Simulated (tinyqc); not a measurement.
Worked calculation: tight binding, honeycomb lattice. One step of it, computed by the program tinyqc.

Task: Levels at k. Diagonalise the Hermitian matrix.

H(k) at k (eV):
```
                     A                    B
A             0.770000  -1.192156+0.956346i
B  -1.192156-0.956346i            -0.770000
```

Give: eigenvalues; weights |c|^2 of the basis functions.

Result:

eigenvalues (eV): -1.7114  1.7114

weights |c|^2 of the basis functions:
```
   band 1  band 2
A  0.2750  0.7250
B  0.7250  0.2750
```
